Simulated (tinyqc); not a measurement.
From results to parameters: Hueckel model of a polar double bond. Computed by the program tinyqc.

Problem. A C=X pi bond in Hueckel theory has H_XX = alpha + h beta, H_CC = alpha and H_CX = k beta, with two electrons. Find h, k, the charge on carbon and the bond order.

x values of the two levels (E = alpha + x beta): 0.953230  -0.443230

Solution. The sum of the x values is h and their product is -k^2; the charge on carbon is h/sqrt(h^2 + 4k^2) and the bond order 2k/sqrt(h^2 + 4k^2).

h, k: 0.5100  0.6500
charge on carbon, bond order: 0.365  0.931
